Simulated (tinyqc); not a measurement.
Permittivity and interlayer from two capacitances.

Inverse problem. A two-layer stack has Cox = eps0/(t1/e1 + t2/e2) and EOT = 3.9 eps0/Cox. Find e2, the EOT of layer 1 and, with e1 given, t1.

Inputs (values chosen for the exercise): relative permittivity of layer 1 e1 = 3.78.

Constants: eps0 = 8.8541878128e-14 F/cm where lengths are in cm. Results are converted to the units shown.

Cox at t2 = 2.2 and 8.6 nm (uF/cm^2): 3.8560132  1.7266151

Answer. EOT is linear in t2 with slope 3.9/e2, and its intercept is the EOT of layer 1.

e2 = 22.60
EOT of layer 1 = 0.5159 nm
t1 = 0.5000 nm

Numbers from tinyqc (`OMP_NUM_THREADS=1 python tinyqc.py 2010115 2010116 out.jsonl`; about 0.01 s on one thread of a shared Intel Xeon 2.30GHz).
